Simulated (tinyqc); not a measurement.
Yield over energy: physical sputtering: collision-cascade yield, angular dependence, faceting and resputtering in deposition. Computed by tinyqc, a small Python program. Command: `OMP_NUM_THREADS=1 python tinyqc.py 3024282 3024283 out.jsonl sputter walk`. One thread of a shared host (Intel(R) Xeon(R) Processor @ 2.30GHz), about 0.01 s of CPU time with the checks.

Ions start collision cascades; atoms that reach the surface with more than U leave. The target is amorphous or fine-grained.

Inputs (values chosen for the exercise, modelled on argon ions on silicon):
```
quantity                  value     unit
ion Z1                       18        -
ion mass M1               39.95        u
target Z2                    14        -
target mass M2            28.09        u
surface binding energy U   4.63       eV
target density N           49.9   1/nm^3
fit factor Q               0.71        -
ion energy E                130       eV
current density J           0.5  mA/cm^2
```

Constants: e = 1.602176634e-19 C.

Method. gamma = 4 M1 M2/(M1 + M2)^2; threshold E_th = 6.7 U/gamma for M1 >= M2, else U (1 + 5.7 M1/M2)/gamma. eps = 0.03255 M2 E/(Z1 Z2 (M1 + M2) z), z = (Z1^(2/3) + Z2^(2/3))^(1/2), E in eV; s_n = 3.441 sqrt(eps) ln(eps + 2.718)/(1 + 6.355 sqrt(eps) + eps (6.882 sqrt(eps) - 1.708)); S_n = 84.78 Z1 Z2 M1 s_n/((M1 + M2) z) in eV angstrom^2; alpha = 0.249 (M2/M1)^0.56 + 0.0035 (M2/M1)^1.5 for M1 <= M2, else 0.0875 (M2/M1)^(-0.15) + 0.165 M2/M1; Y0 = 0.042 Q alpha S_n/U [1 - sqrt(E_th/E)]^2.5 (the electronic-loss factor of the full formula is dropped). Erosion rate = Y0 J/(e N); 1 cm^2 = 1e14 nm^2.

threshold E_th = 31.9931 eV

Normal incidence:
```
E (eV)         eps  S_n (eV angstrom^2)      Y0  Y0 per keV
50      7.4886e-04                282.9  0.0068     0.13592
100     1.4977e-03                377.4  0.0629     0.62949
200     2.9954e-03                494.2  0.1849     0.92450
300     4.4931e-03                573.0  0.2861     0.95351
500     7.4886e-03                682.3  0.4415     0.88294
1000    1.4977e-02                845.2  0.6927     0.69272
2000    2.9954e-02               1017.6  0.9734     0.48669
5000    7.4886e-02               1238.1  1.3482     0.26965
10000   1.4977e-01               1372.1  1.5911     0.15911
30000   4.4931e-01               1427.1  1.7617     0.05872
100000  1.4977e+00               1133.5  1.4533     0.01453
```

The yield per keV peaks at 300 eV among these rows, 9 times the threshold, the most economical range for removing atoms. Y0 varies as E^3.21 between the first rows and as E^-0.16 at the end; it peaks near 30000 eV, close to the broad maximum of nuclear stopping. Caution: within a few times the threshold, cascades are short and these fits are rough. Caution: the electronic-loss factor, dropped here, would lower the yields at the highest energies slightly.

Extremes, crossings and ranges named in words are read from the listed rows.
